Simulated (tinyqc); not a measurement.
# Density and mobility of a removed layer (differential Hall)

Inverse problem. For layers in parallel the sheet conductance g = 1/Rs and the product g mu_H (mu_H signed, unit Hall factors) are additive. Find the sheet density and mobility of the layer that was removed, and its share of the conductance.

Constants: q = 1.602176634e-19 C. Results are converted to the units shown.

Rs before and after removing the top layer (ohm/square): [2602.7978, 3530.2653]
apparent mobility before and after, signed (cm^2/(V s)): [506.08007, 680]

Solution. The differences give g1 = q n mu and g1 mu = q n mu^2; their ratio is mu and g1^2/(q g1 mu) is n.

sheet density = 3.500e13 cm^-2
mobility = 18.00 cm^2/(V s)
share of the conductance = 26.27 %

Numbers from tinyqc (`OMP_NUM_THREADS=1 python tinyqc.py 2850112 2850113 out.jsonl`; about 0.01 s on one thread of a shared Intel Xeon 2.30GHz).
